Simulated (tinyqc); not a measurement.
Plane-wave Kohn-Sham cycle with exchange-only LDA in a layered model solid, step by step. Computed by tinyqc, a small Python program that keeps every step. Settings: points = 16, plane-wave index or count = 3, electrons = 4, k points = 1, area = 24.0, mixing = 1.0, iteration cap = 73, Pulay depth = 3. Command: `OMP_NUM_THREADS=1 python tinyqc.py 27458 27459 out.jsonl` (the two numbers bound the seeds that draw the settings). One thread of a shared host (Intel(R) Xeon(R) Processor @ 2.60GHz), about 0.01 s of CPU time with the checks. Later iterations appear only in the table of the cycle.

## Iteration 1: potential

A solid whose potential varies along x alone (atomic units):

| parameter | value |
|---|---|
| period a | 11.100000 |
| cross-section of the cell | 24.000000 |
| electrons per cell | 4 |
| grid points | 16 |
| plane waves -n..n, n | 3 |
| k points | 1 |
| V1 in V1 cos(2 pi x/a) | -0.670000 |

density at the start, on the grid x_j = j a/N (e/bohr^3): 0.0150150  0.0150150  0.0150150  0.0150150  0.0150150  0.0150150  0.0150150  0.0150150  0.0150150  0.0150150  0.0150150  0.0150150  0.0150150  0.0150150  0.0150150  0.0150150

V_H(G) = 4 pi rho(G)/G^2 for G != 0 (uniform background); v_x = -(3 rho/pi)^(1/3); V = V_ext + V_H + v_x; Fourier components f(G_m) = (1/N) sum_j f(x_j) exp(-i G_m x_j).

Potentials on the grid (hartree):

| x | V_ext | V_H | v_x | V |
|---|---|---|---|---|
| 0.00000 | -0.67000 | 0.00000 | -0.24294 | -0.91294 |
| 0.69375 | -0.61900 | 0.00000 | -0.24294 | -0.86194 |
| 1.38750 | -0.47376 | 0.00000 | -0.24294 | -0.71670 |
| 2.08125 | -0.25640 | 0.00000 | -0.24294 | -0.49934 |
| 2.77500 | 0 | 0.00000 | -0.24294 | -0.24294 |
| 3.46875 | 0.25640 | 0.00000 | -0.24294 | 0.01346 |
| 4.16250 | 0.47376 | 0.00000 | -0.24294 | 0.23082 |
| 4.85625 | 0.61900 | 0.00000 | -0.24294 | 0.37606 |
| 5.55000 | 0.67000 | 0.00000 | -0.24294 | 0.42706 |
| 6.24375 | 0.61900 | 0.00000 | -0.24294 | 0.37606 |
| 6.93750 | 0.47376 | 0.00000 | -0.24294 | 0.23082 |
| 7.63125 | 0.25640 | 0.00000 | -0.24294 | 0.01346 |
| 8.32500 | 0 | 0.00000 | -0.24294 | -0.24294 |
| 9.01875 | -0.25640 | 0.00000 | -0.24294 | -0.49934 |
| 9.71250 | -0.47376 | 0.00000 | -0.24294 | -0.71670 |
| 10.40625 | -0.61900 | 0.00000 | -0.24294 | -0.86194 |

V(G_m), m = 0, 1, 2, ... (hartree): -0.24294  -0.33500  0.00000  0.00000  0.00000  0.00000  0.00000

## Iteration 1: Hamiltonian at one k

k = 0.00000 2 pi / a

H(m,m') = (k + G_m)^2/2 delta + V(G_m - G_m'), with V(-G) = V(G).

H (hartree), lower triangle:
```
          -3        -2        -1        +0        +1        +2       +3
-3   1.19893
-2  -0.33500   0.39789
-1   0.00000  -0.33500  -0.08273
+0   0.00000   0.00000  -0.33500  -0.24294
+1   0.00000   0.00000   0.00000  -0.33500  -0.08273
+2   0.00000   0.00000   0.00000   0.00000  -0.33500   0.39789
+3   0.00000   0.00000   0.00000   0.00000   0.00000  -0.33500  1.19893
```

## Iteration 1: levels at that k

Diagonalise the Hermitian matrix.

eigenvalues (hartree): -0.69175  -0.27184  0.08287  0.45546  0.54837  1.33047  1.33166

## Iteration 1: new density

Motion across x is left out: the lowest 2 band(s) hold two electrons at each of the k points (j + 1/2)/nk - 1/2. Residual R = rho(out) - rho(in); rho(new) = rho(in) + 1 R. rho(out) = 2/(a A nk) sum |psi|^2 with psi = sum c exp(i G x). Harris energy E = band energy - dV sum rho (V_H/2 + v_x) + (3/4) dV sum rho v_x with rho(in), dV = a A/N, band energy = (2/nk) sum of the filled levels.

rho(out) (e/bohr^3): 0.0306161  0.0340764  0.0343569  0.0230808  0.0097380  0.0027789  0.0006565  0.0001239  0.0000013  0.0001239  0.0006565  0.0027789  0.0097380  0.0230808  0.0343569  0.0340764

density after iteration 1 (e/bohr^3): 0.0306161  0.0340764  0.0343569  0.0230808  0.0097380  0.0027789  0.0006565  0.0001239  0.0000013  0.0001239  0.0006565  0.0027789  0.0097380  0.0230808  0.0343569  0.0340764

energy per cell = -1.6842557 hartree

## Iteration 2: potential

As before.

Potentials on the grid (hartree):

| x | V_ext | V_H | v_x | V |
|---|---|---|---|---|
| 0.00000 | -0.67000 | 0.77273 | -0.30806 | -0.20533 |
| 0.69375 | -0.61900 | 0.72344 | -0.31926 | -0.21482 |
| 1.38750 | -0.47376 | 0.56055 | -0.32013 | -0.23334 |
| 2.08125 | -0.25640 | 0.28713 | -0.28038 | -0.24964 |
| 2.77500 | 0 | -0.03413 | -0.21029 | -0.24442 |
| 3.46875 | 0.25640 | -0.32701 | -0.13845 | -0.20906 |
| 4.16250 | 0.47376 | -0.54834 | -0.08558 | -0.16016 |
| 4.85625 | 0.61900 | -0.68356 | -0.04910 | -0.11366 |
| 5.55000 | 0.67000 | -0.72890 | -0.01079 | -0.06969 |
| 6.24375 | 0.61900 | -0.68356 | -0.04910 | -0.11366 |
| 6.93750 | 0.47376 | -0.54834 | -0.08558 | -0.16016 |
| 7.63125 | 0.25640 | -0.32701 | -0.13845 | -0.20906 |
| 8.32500 | 0 | -0.03413 | -0.21029 | -0.24442 |
| 9.01875 | -0.25640 | 0.28713 | -0.28038 | -0.24964 |
| 9.71250 | -0.47376 | 0.56055 | -0.32013 | -0.23334 |
| 10.40625 | -0.61900 | 0.72344 | -0.31926 | -0.21482 |

V(G_m), m = 0, 1, 2, ... (hartree): -0.19533  -0.02857  0.02487  -0.00216  0.00145  -0.00186  0.00185

## Iteration 2: Hamiltonian at one k

k = 0.00000 2 pi / a

As before.

H (hartree), lower triangle:
```
          -3        -2        -1        +0        +1        +2       +3
-3   1.24654
-2  -0.02857   0.44551
-1   0.02487  -0.02857  -0.03512
+0  -0.00216   0.02487  -0.02857  -0.19533
+1   0.00145  -0.00216   0.02487  -0.02857  -0.03512
+2  -0.00186   0.00145  -0.00216   0.02487  -0.02857   0.44551
+3   0.00185  -0.00186   0.00145  -0.00216   0.02487  -0.02857  1.24654
```

## Iteration 2: levels at that k

As before.

eigenvalues (hartree): -0.20500  -0.06174  -0.00531  0.44447  0.44992  1.24603  1.25017

## Iteration 2: new density

B (overlaps of the stored error matrices):
```
                1               2
1   3.2847756e-03  -2.7158601e-03
2  -2.7158601e-03   2.8923086e-03
```

Motion across x is left out: the lowest 2 band(s) hold two electrons at each of the k points (j + 1/2)/nk - 1/2. Residual R = rho(out) - rho(in); rho(new) = rho(in) + 1 R; Pulay mixing then takes sum c_i of the stored mixed densities, with c from B_ij = sum R_i R_j as in DIIS. rho(out) = 2/(a A nk) sum |psi|^2 with psi = sum c exp(i G x). Harris energy E = band energy - dV sum rho (V_H/2 + v_x) + (3/4) dV sum rho v_x with rho(in), dV = a A/N, band energy = (2/nk) sum of the filled levels.

rho(out) (e/bohr^3): 0.0106739  0.0130927  0.0187704  0.0236221  0.0236214  0.0182336  0.0107791  0.0051117  0.0031043  0.0051117  0.0107791  0.0182336  0.0236214  0.0236221  0.0187704  0.0130927

DIIS coefficients: 0.48310  0.51690

density after iteration 2 (e/bohr^3): 0.0203079  0.0232298  0.0263002  0.0233606  0.0169144  0.0107675  0.0058889  0.0027022  0.0016053  0.0027022  0.0058889  0.0107675  0.0169144  0.0233606  0.0263002  0.0232298

energy per cell = -1.2477877 hartree

## Convergence

Stop when sqrt(dV sum R^2) is below 1e-8, dV = a A/N.

Course of the cycle:

| iteration | E (hartree) | norm of the residual |
|---|---|---|
| 1 | -1.6842557 | 2.34e-01 |
| 2 | -1.2477877 | 2.19e-01 |
| 3 | -1.0728513 | 3.64e-02 |
| 4 | -1.0627495 | 4.48e-03 |
| 5 | -1.0626812 | 1.13e-03 |
| 6 | -1.0626736 | 4.41e-05 |
| 7 | -1.0626736 | 1.29e-07 |
| 8 | -1.0626736 | 6.17e-09 |

Converged in 8 iterations. Before convergence this energy mixes input and output and is not variational, so it may rise towards its limit.
